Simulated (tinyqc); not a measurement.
Inside a calculation: propagation of a band-gap error through k.p and effective-mass formulas. Values are carried at full precision from step to step, so a last printed digit may differ when a step is redone from the rounded ones.

Chain, for a gap E (the reference Eg or another value), with Ep and Dso kept: 1/me = 1 + Ep (E + 2 Dso/3)/(E (E + Dso)); g* = 2 - 2 Ep Dso/(3 E (E + Dso)); g1(E) = g1 + (Ep/3)(1/E - 1/Eg), g2(E) = g2 + (Ep/6)(1/E - 1/Eg), light hole 1/(g1 + 2 g2), heavy hole 1/(g1 - 2 g2) along [100]; optical constant ei(E) = 1 + (ei - 1)(EP/(EP + E - Eg))^2, static e0(E) = ei(E) + e0 - ei.

Constants: Ry = 13.60569312 eV; a0 (Bohr radius) = 0.5291772105 angstrom; kB = 8.617333262e-05 eV/K; hbar^2/2m0 = 3.80998211 eV angstrom^2.

Parameters, chosen for this exercise (reference values near those of CdTe, gap at low temperature; not measured data):

| symbol | value | unit | meaning |
|---|---|---|---|
| Eg | 1.595 | eV | gap at Gamma to the s-like level |
| Dso | 0.927 | eV | spin-orbit splitting |
| Ep | 18.7 | eV | Kane energy |
| g1 | 5.28 |  | Luttinger gamma1 |
| g2 | 1.71 |  | gamma2 |
| e0 | 10.15 |  | static dielectric constant |
| ei | 7.3 |  | optical dielectric constant |
| EP | 5.39 | eV | mean (Penn) gap |
| Eg2 | 0.829 | eV | a wrong gap, of the size a semi-local functional can give |
| mh | 0.46 | m0 | density-of-states mass of the holes |
| T | 77 | K | temperature |
| k | 0.018 | 1/angstrom | wave vector |

## Masses, g factor and screening for both gaps

Evaluate the chain at Eg and at Eg2.

Band values at the two gaps:

| quantity | at Eg | at Eg2 | ratio |
|---|---|---|---|
| me | 0.08859 | 0.05105 | 0.576 |
| g* | -0.8729 | -5.939 | - |
| g1 | 5.280 | 8.891 | 1.684 |
| g2 | 1.710 | 3.516 | 2.056 |
| light hole | 0.1149 | 0.06281 | 0.546 |
| heavy hole | 0.5376 | 0.5376 | 1.000 |
| ei | 7.300 | 9.560 | 1.310 |
| e0 | 10.15 | 12.41 | 1.223 |

The gap is off by a factor of 0.52; the electron mass follows with 0.58 and the light hole with 0.55, while the heavy hole, which does not couple to the conduction level, keeps its value. The optical constant changes less, by +31 %, as it answers to the mean gap, which shifts by the same -0.77 eV on a base of 5.39 eV. g* moves by -5.07; remote bands, left out here, shift it by tenths or, where it is large, by some per cent.

## Binding energies and densities for both gaps

Donor: R = Ry me/e0^2, a_B = a0 e0/me, Mott density (0.26/a_B)^3. Nc, Nv = 2 (m kT/(4 pi c))^(3/2), c = hbar^2/2m0, ni = sqrt(Nc Nv) exp(-E/2kT). Exciton: Ry mu/e0^2 with 1/mu = 1/me + g1(E). 1 angstrom^-3 = 1e24 cm^-3.

Use the values of the table.

Results:

| quantity | at Eg | at Eg2 | ratio |
|---|---|---|---|
| R (meV) | 11.70 | 4.510 | 0.385 |
| a_B (angstrom) | 60.63 | 128.6 | 2.12 |
| Mott density (cm^-3) | 7.887e+16 | 8.257e+15 | 0.105 |
| Nc (cm^-3) | 8.604e+16 | 3.764e+16 | 0.437 |
| ni (cm^-3) | 1.877e-35 | 1.452e-10 | 7.73e+24 |
| exciton (meV) | 7.971 | 3.102 | 0.389 |

Power laws carry the error on: the donor energy (me/e0^2) by a factor of 0.385, the Mott density (cube of me/e0) by 0.105. ni, with its exponential, changes by a factor of 7.73e+24, that is 24.9 decades.

## A scissor shift and what it does not mend

A rigid shift D = Eg - Eg2 of the conduction band restores the gap but leaves the curvature, so the mass stays me(Eg2); redoing the sum 1/m = 1 + Ep (E + 2 Dso/3)/(E (E + Dso)) with E = Eg and the same Ep gives another mass. For optics, eps2 at the edge goes as |p|^2/E^2: a rigid shift keeps the dipole elements p/E, while shifting the energies under unchanged p scales eps2 by (Eg2/Eg)^2.

shift D = 0.766 eV
mass under a rigid shift = 0.0511 m0
mass from the sum with the corrected gap = 0.0886 m0
factor on eps2 if p is left unscaled = 0.270

The rigid shift leaves the mass off by a factor of 0.58. The mass from the corrected gap is the reference me(Eg) here, because the exercise keeps Ep fixed; a real correction of the gap depends on k and changes Ep as well.

## Far from the edge the relative error shrinks

Two-level dispersion E(k) = sqrt(E^2/4 + Ep c k^2) - E/2 at k/4, k, 4k for both gaps, c = hbar^2/2m0.

Energies above the edge:

| k (1/angstrom) | at Eg (eV) | at Eg2 (eV) | ratio |
|---|---|---|---|
| 0.00450 | 0.0009 | 0.0017 | 1.921 |
| 0.01800 | 0.0143 | 0.0270 | 1.880 |
| 0.07200 | 0.2052 | 0.3211 | 1.565 |

The ratio tends to Eg/Eg2 = 1.92 at k = 0 and goes from 1.921 to 1.565: at large k both curves approach the same slope sqrt(Ep c), while their distance in eV grows towards |Eg - Eg2|/2.

## Checks

- Chain at E = Eg against the inputs g1, g2, ei, e0: they agree to 1e-10 or better.

Run: tinyqc, `OMP_NUM_THREADS=1 python tinyqc.py 1850273 1850274 out.jsonl`; Intel(R) Xeon(R) Processor @ 2.30GHz, one thread, shared host; about 0.01 s of CPU time with all checks.
